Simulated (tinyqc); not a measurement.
Energy and delay of logic against supply voltage: two steps of the calculation.

One expression serves below and above threshold: I(Vg) = Ik [ln(1 + exp((Vg - VT + dd V)/(al nf Vt)))]^al, with I_on = I(V) and I_off = I(0). Gate delay td = kd C V/I_on, clock period LD td. Per gate and cycle the switching energy is act C V^2 and the leakage energy I_off V LD td. No short-circuit current, no variation. Minima are sought above 0.09 V; below a few Vt gates no longer switch and the model has no meaning.

Inputs (values chosen for the exercise); values of the order met in logic technologies: temperature T = 300 K; threshold voltage at zero drain bias VT = 0.39 V; slope factor nf = 1.43; barrier lowering per volt of supply dd = 0.06; specific current of a gate Ik = 0.3 uA; exponent of the current law al = 1.62; load capacitance of a gate C = 1.3 fF; delay factor kd = 1; logic depth LD = 30; activity factor act = 0.3; supply voltage V = 0.66 V.

Constants: q = 1.602176634e-19 C, kB = 1.380649e-23 J/K, Vt = kB T/q. Results are converted to the units shown.

Question 1. Currents, delay and energies. I_on, I_off, td, clock frequency 1/(LD td), both energies and their sum.

Give: I_on; I_off; td; clock frequency; switching energy; leakage energy; energy.

Answer 1.

I_on = 4.302 uA
I_off = 0.02289 nA
td = 199.4 ps
clock frequency = 0.1671 GHz
switching energy = 169.9 aJ
leakage energy = 0.09040 aJ
energy = 170.0 aJ

I_on/I_off = 1.88e5; leakage makes up 0.0532 % of the energy.

Question 2. New V. Minimum-energy supply: E(V) is the energy per gate and cycle; with h = 0.001 V, E' = (E(V + h) - E(V - h))/(2 h), E'' = (E(V - h) - 2 E(V) + E(V + h))/h^2, V(new) = V - E'/E''.

V at the start = 0.26 V

Give: E'; E''; V after iteration 1.

Answer 2.

E' = 157.4 aJ/V
E'' = 1574 aJ/V^2
V after iteration 1 = 0.1600 V

Program tinyqc, `OMP_NUM_THREADS=1 python tinyqc.py 2082165 2082166 out.jsonl`; Intel Xeon 2.30GHz, shared host, one thread, about 0.01 s.
